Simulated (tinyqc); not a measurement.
Ballistic Schottky-barrier transistor with a two-dimensional channel, WKB contacts: one step of the calculation.

Source Fermi level 0, drain Fermi level -Vd. Far from the contacts Ec = pn - psi, and the gate moves psi one to one; the band edges relax as exp(-x/lam) from pn at the source and pn - Vd at the drain; Ev = Ec - Eg. A carrier of energy w inside the channel band meets at a contact a barrier of height D (the contact edge beyond the channel edge): T = 1 for w >= D, else exp(-S), S = 4 lam sqrt(m/C) [sqrt(D - w) - sqrt(w) arctan sqrt((D - w)/w)], C = hbar^2/(2 m0). The two contacts combine as Ts Td/(Ts + Td - Ts Td).

Problem. Transmission of one of the holes. S and T at both contacts for w = w0, and the tunnelling distance lam ln(D/w) at the higher barrier.

Inputs (values chosen for the exercise); channel values close to those of an ultrathin silicon body with silicide contacts:
```
symbol,value,unit,meaning
mp,0.25,m0,hole mass
lam,2.8,nm,screening length at the contacts
w0,0.24,eV,energy of one carrier inside the channel band
```

Constants: q = 1.602176634e-19 C, hbar = 1.054571817e-34 J s, m0 = 9.1093837015e-31 kg, hbar^2/(2 m0) = 0.0380998212 eV nm^2. Results are converted to the units shown.

D for holes (eV): source 0.32000000, drain 0.37000000

Wanted: S at the source; S at the drain; combined T; tunnelling distance.

Solution.

S at the source = 0.75548
S at the drain = 1.4268
combined T = 0.18890
tunnelling distance = 1.2120 nm

Range of the model: No scattering, image-force lowering, channel charge or band-to-band tunnelling; parabolic kappa overstates S deep in the gap.

Numbers from tinyqc (`OMP_NUM_THREADS=1 python tinyqc.py 2390038 2390039 out.jsonl`; about 0.4 s on one thread of a shared Intel Xeon 2.30GHz).
